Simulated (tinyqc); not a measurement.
Long-channel MOSFET, surface-potential model: effect of the temperature.

n-channel transistor on a uniformly doped p-type body, gradual-channel approximation, constant mobility, Boltzmann statistics, full ionisation. Potentials are counted from the neutral body; V is the electron quasi-Fermi potential, Vsb at the source and Vsb + Vds at the drain. Charges are magnitudes per area.

Nc and Nv are given at 300 K and scale as (T/300 K)^1.5; Eg, Vfb and mu are held fixed. ni = sqrt(Nc Nv) exp(-Eg/(2 Vt)), Eg in volts; phiF = Vt ln(Na/ni); Cox = eps0 eox/tox; gamma = sqrt(2 q eps0 eps_r Na)/Cox. The surface potential psi at channel potential V solves Vgs + Vsb - Vfb - psi = gamma sqrt(G), G = psi - Vt + Vt exp((psi - 2 phiF - V)/Vt). Charge sheet: Qi = Cox gamma [sqrt(G) - sqrt(psi - Vt)]; I = mu (W/L) [integral of Qi dpsi from psi_0 to psi_L (drift) + Vt (Qi0 - QiL) (diffusion)], with psi_0 at V = Vsb and psi_L at V = Vsb + Vds. VT = Vfb + 2 phiF + gamma sqrt(2 phiF + Vsb), m = 1 + gamma/(2 sqrt(2 phiF + Vsb)). The swing is 20 mV/log10[I(VT - 0.14 V)/I(VT - 0.16 V)] of the charge-sheet current at the given Vds.

Values chosen for this exercise; material values close to those of silicon:
- Eg = 1.1 eV (band gap)
- eps_r = 11.5 (relative permittivity of the semiconductor)
- Nc = 2.78e19 cm^-3 (conduction-band density of states at the reference temperature)
- Nv = 2.68e19 cm^-3 (valence-band density of states at the reference temperature)
- Na = 1.9e17 cm^-3 (acceptor density of the body)
- eox = 7.21 (relative permittivity of the gate insulator)
- tox = 39 nm (insulator thickness)
- Vfb = -0.89 V (flat-band voltage)
- mu = 240 cm^2/(V s) (channel mobility)
- W = 20 um (gate width)
- L = 5 um (gate length)
- Vsb = 0 V (source-body reverse bias)
- Vgs = 1.33 V (gate-source voltage)
- Vds = 0.1 V (drain-source voltage)

Constants: q = 1.602176634e-19 C, kB = 1.380649e-23 J/K, Vt = kB T/q, eps0 = 8.8541878128e-14 F/cm where lengths are in cm. Results are converted to the units shown.

The same in every row: gamma (V^0.5) = 1.521.

Result of one run:

| T (K) | VT (V) | m | swing (mV/decade) | I at Vgs, Vds (uA) |
|---|---|---|---|---|
| 250 | 1.449 | 1.803 | 93.68 | 0.004507 |

What becomes of these results when the temperature T is changed from 250 to 370 K, all else the same?

Result of the changed run:

| T (K) | VT (V) | m | swing (mV/decade) | I at Vgs, Vds (uA) |
|---|---|---|---|---|
| 370 | 1.202 | 1.871 | 150.0 | 0.6733 |

The whole series:

| T (K) | VT (V) | m | swing (mV/decade) | I at Vgs, Vds (uA) |
|---|---|---|---|---|
| 220 | 1.506 | 1.789 | 81.25 | 4.451e-4 |
| 250 | 1.449 | 1.803 | 93.68 | 0.004507 |
| 280 | 1.390 | 1.818 | 106.7 | 0.02801 |
| 310 | 1.329 | 1.834 | 120.3 | 0.1134 |
| 340 | 1.267 | 1.851 | 134.7 | 0.3175 |
| 370 | 1.202 | 1.871 | 150.0 | 0.6733 |
| 400 | 1.135 | 1.891 | 166.2 | 1.173 |
| 430 | 1.067 | 1.914 | 183.6 | 1.785 |

As T goes from 220 to 430 K, VT falls from 1.51 to 1.07 V, the swing rises from 81.3 to 184 mV a decade and the current rises from 4.45e-4 to 1.79 uA. The swing is 4.0 % above m Vt ln 10 in the first row and 12 % above it in the last. The gate voltage is below VT in 3 of the 8 rows. In every row the mobility is held fixed, though a real channel mobility changes with T and would alter the trend of the current.

Numbers from tinyqc (`OMP_NUM_THREADS=1 python tinyqc.py 2360065 2360066 out.jsonl`; about 0.05 s on one thread of a shared Intel Xeon 2.30GHz).
